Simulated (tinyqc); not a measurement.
What each change does: band folding and unfolding in a supercell of a chain.

A chain with hopping -t and n = 6 sites a supercell. H(K) has v_j on the diagonal, -t between neighbours and -t exp(2 pi i K) on the bond that closes the cell (from the last site to the first of the next cell). The point K holds the n wave vectors k_m = (K + m)/n of the primitive zone, in 2 pi/a, m = 0 to n - 1, with E0 = -2t cos(2 pi k_m). The unfolding weight of a state c on k_m is |sum_j c_j exp(-2 pi i k_m j)|^2/n, j = 0 to n - 1.

Values chosen for the exercise: t = 0.67 eV (hopping); v = (0.86, 0, 0, 0, 0, 0) eV (site energies in the supercell); Kq = 0.14 2 pi/(n a) (wave vector in the small zone).

The two lowest levels at K and the weight of the lowest on k_0.

Results for these values:

| case | level 1 (eV) | level 2 (eV) | weight |
|---|---|---|---|
| base | -1.2436 | -0.7430 | 0.9465 |

What happens to each result for Kq = 0.43 2 pi/(n a), all else kept?

Answer: level 1 rises from -1.2436 to -1.1683; level 2 falls from -0.7430 to -0.9471; weight falls from 0.9465 to 0.7110.

The same for each parameter in turn:

| case | level 1 (eV) | level 2 (eV) | weight |
|---|---|---|---|
| base | -1.2436 | -0.7430 | 0.9465 |
| t = 0.737 eV | -1.3726 | -0.8223 | 0.9524 |
| v = (-0.86, 0, 0, 0, 0, 0) eV | -1.6066 | -0.9910 | 0.8093 |
| Kq = 0.43 2 pi/(n a) | -1.1683 | -0.9471 | 0.7110 |

Computed by tinyqc, a small Python program: `OMP_NUM_THREADS=1 python tinyqc.py 1481655 1481656 out.jsonl` (the numbers bound the seed that draws the inputs); one thread of a shared host (Intel(R) Xeon(R) Processor @ 2.30GHz), about 0.01 s for the whole set of steps.
